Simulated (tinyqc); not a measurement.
Inside a calculation. Method: LDA (PW92) atom on a uniform radial grid, spin-unpolarised, for Li. Computed by tinyqc, a small Python program that keeps every step. Settings: Z = 3, points = 256, R = 16.5, functional = lda,pw, mixing = 1.0, iteration cap = 53. Command: `OMP_NUM_THREADS=1 python tinyqc.py 28536 28537 out.jsonl` (the two numbers bound the seeds that draw the settings). One thread of a shared host (Intel(R) Xeon(R) Processor @ 2.60GHz), about 0.3 s of CPU time with the checks. Later iterations appear only in the table of the cycle.

## Iteration 1

Spherical atom on a uniform radial grid r_j = j h with h = R/(N + 1), h sum u^2 = 1 and integrals as h times sums, u(0) = u(R) = 0 (atomic units):
```
parameter            value
Z                        3
points N               256
R                16.500000
h                 0.064202
mixing            1.000000
electrons in 1s          2
electrons in 2s          1
```

Three-point differences turn -u''/2 + [l(l+1)/2r^2 - Z/r + V] u = e u into a tridiagonal matrix (diagonal 1/h^2 + potential, off-diagonal -1/2h^2). D = sum f u^2; the Hartree potential y/r solves y'' = -D/r with y(0) = 0, y(R) = N_e; v_xc comes from rho = D/(4 pi r^2); E = sum f e - int D V + int D (V_H/2 + eps_xc); V(new) = V + mixing (V_H + v_xc - V).

eigenvalues (hartree): 1s -4.459022, 2s -1.122404

Every 16th grid point:
```
r              V in     u(1s)      u(2s)         D       V_H       v_xc
1.027237   0.000000  0.494535  -0.433542  0.677088  2.485237  -0.420771
2.054475   0.000000  0.046238  -0.721123  0.524294  1.414444  -0.255137
3.081712   0.000000  0.003242  -0.404532  0.163667  0.969429  -0.140979
4.108949   0.000000  0.000202  -0.165129  0.027268  0.729805  -0.069534
5.136187   0.000000  0.000012  -0.057555  0.003313  0.584070  -0.032232
6.163424   0.000000  6.63e-07  -0.018239  0.000333  0.486741  -0.014250
7.190661   0.000000  3.61e-08  -0.005423  0.000029  0.417208  -0.006058
8.217899   0.000000  1.93e-09  -0.001540  2.37e-06  0.365057  -0.002494
9.245136   0.000000  1.02e-10  -0.000423  1.79e-07  0.324495  -0.001001
10.272374  0.000000         0  -0.000113  1.28e-08  0.292045  -0.000395
11.299611  0.000000         0  -0.000030  8.72e-10  0.265496  -0.000153
12.326848  0.000000         0  -0.000008  5.75e-11  0.243371  -0.000059
13.354086  0.000000         0  -1.92e-06         0  0.224650  -0.000011
14.381323  0.000000         0  -4.78e-07         0  0.208604   0.000000
15.408560  0.000000         0  -1.13e-07         0  0.194697   0.000000
16.435798  0.000000         0  -4.69e-09         0  0.182528   0.000000
```

total energy = -6.83980428 hartree

## Iteration 2

As before.

eigenvalues (hartree): 1s -1.372186, 2s -0.020583

Every 16th grid point:
```
r              V in     u(1s)      u(2s)         D       V_H       v_xc
1.027237   2.064466  0.644409  -0.033683  0.831661  2.141672  -0.448233
2.054475   1.159307  0.151215  -0.330691  0.155089  1.220461  -0.176828
3.081712   0.828450  0.030841  -0.446427  0.201199  0.876512  -0.149954
4.108949   0.660270  0.005936  -0.443705  0.196945  0.688094  -0.125469
5.136187   0.551838  0.001110  -0.391855  0.153553  0.565193  -0.101965
6.163424   0.472491  0.000205  -0.328508  0.107917  0.478055  -0.082316
7.190661   0.411150  0.000038  -0.268731  0.072216  0.413185  -0.066577
8.217899   0.362563  0.000007  -0.216891  0.047042  0.363209  -0.054048
9.245136   0.323494  1.26e-06  -0.173242  0.030013  0.323669  -0.043986
10.272374  0.291651  2.29e-07  -0.136736  0.018697  0.291694  -0.035777
11.299611  0.265343  4.18e-08  -0.106064  0.011250  0.265358  -0.028942
12.326848  0.243312  7.64e-09  -0.079977  0.006396  0.243324  -0.023103
13.354086  0.224640  1.39e-09  -0.057366  0.003291  0.224637  -0.017937
14.381323  0.208604  2.54e-10  -0.037254  0.001388  0.208602  -0.013121
15.408560  0.194697  4.52e-11  -0.018765  0.000352  0.194697  -0.008192
16.435798  0.182528         0  -0.001095  1.20e-06  0.182528  -0.001279
```

total energy = -7.22554600 hartree

## Iteration 3

As before.

eigenvalues (hartree): 1s -1.998647, 2s -0.127682

Every 16th grid point:
```
r              V in     u(1s)      u(2s)         D       V_H       v_xc
1.027237   1.693439  0.597078  -0.101943  0.723397  2.227295  -0.429411
2.054475   1.043633  0.104116  -0.446812  0.221321  1.274194  -0.196744
3.081712   0.726558  0.015537  -0.522723  0.273722  0.913142  -0.164421
4.108949   0.562625  0.002200  -0.462921  0.214306  0.710222  -0.128673
5.136187   0.463228  0.000303  -0.360124  0.129689  0.577562  -0.096954
6.163424   0.395740  0.000041  -0.260120  0.067662  0.484616  -0.071600
7.190661   0.346608  0.000005  -0.179161  0.032099  0.416521  -0.052211
8.217899   0.309161  7.23e-07  -0.119394  0.014255  0.364837  -0.037722
9.245136   0.279682  9.52e-08  -0.077641  0.006028  0.324426  -0.027046
10.272374  0.255917  1.25e-08  -0.049512  0.002451  0.292024  -0.019254
11.299611  0.236416  1.63e-09  -0.031026  0.000963  0.265490  -0.013603
12.326848  0.220221  2.12e-10  -0.019068  0.000364  0.243370  -0.009516
13.354086  0.206700  2.75e-11  -0.011372  0.000129  0.224650  -0.006540
14.381323  0.195481         0  -0.006350  0.000040  0.208604  -0.004314
15.408560  0.186505         0  -0.002887  0.000008  0.194697  -0.002493
16.435798  0.181250         0  -0.000162  2.62e-08  0.182528  -0.000367
```

total energy = -7.25645198 hartree

## Convergence

Stop when input and output potentials agree to 1e-7.

Course of the cycle (hartree):
```
iteration            E      e(1s)      e(2s)  largest |V(out) - V(in)|
1          -6.83980428  -4.459022  -1.122404                  4.27e+00
2          -7.22554600  -1.372186  -0.020583                  1.16e+00
3          -7.25645198  -1.998647  -0.127682                  3.50e-01
4          -7.25883281  -1.811649  -0.100235                  9.70e-02
5          -7.25901214  -1.861220  -0.106478                  2.66e-02
6          -7.25902581  -1.847893  -0.104933                  7.35e-03
7          -7.25902685  -1.851540  -0.105343                  2.03e-03
8          -7.25902693  -1.850535  -0.105231                  5.60e-04
9          -7.25902694  -1.850812  -0.105262                  1.55e-04
10         -7.25902694  -1.850735  -0.105253                  4.28e-05
11         -7.25902694  -1.850757  -0.105255                  1.18e-05
12         -7.25902694  -1.850751  -0.105255                  3.26e-06
13         -7.25902694  -1.850752  -0.105255                  9.01e-07
14         -7.25902694  -1.850752  -0.105255                  2.49e-07
15         -7.25902694  -1.850752  -0.105255                  6.87e-08
```

Converged in 15 iterations. A uniform grid resolves the cusp poorly: for a bare nucleus this grid gives 1s at -4.45902 against -Z^2/2 = -4.5 hartree. Before convergence this energy mixes input and output and is not variational, so it may rise towards its limit.
